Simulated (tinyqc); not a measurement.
Thermal RC ladder, step response: one step of the calculation.

A ladder of 3 nodes: R_i joins node i to node i + 1, the last R to the ambient; C_i is the heat capacity of node i; theta is the rise above ambient, zero at t = 0. d theta/dt = -A theta + b with b = (Pw/C_1, 0, ...), times in ms.

Task. Time constants and Foster resistances. A = C^(-1) K, K_ii = 1/R_(i-1) + 1/R_i (no first term for node 1), K_(i,i+1) = K_(i+1,i) = -1/R_i. The time constants tau_k are the inverse eigenvalues of A; the rise of node 1 per watt is Z(t) = sum_k r_k (1 - exp(-t/tau_k)), with r_k = v_k1^2 tau_k/C_1 and v_k the unit eigenvectors of C^(-1/2) K C^(-1/2).

Values chosen for this exercise: resistances, junction to ambient R = [0.22, 0.34, 0.12] K/W; heat capacities of the nodes C = [0.49, 5.2, 13] mJ/K.

Find: tau_k, rising; r_k.

Result.

tau_k, rising (ms): [0.09801, 0.9319, 3.255]
r_k (K/W): [0.1808, 0.05533, 0.4438]

The r_k add up to the sum of the R_i, 0.6800 K/W; the slowest constant is 33.2 times the fastest.

Computed by the program tinyqc: `OMP_NUM_THREADS=1 python tinyqc.py 2520013 2520014 out.jsonl`, one thread of a shared Intel Xeon 2.30GHz, about 0.01 s for the whole run.
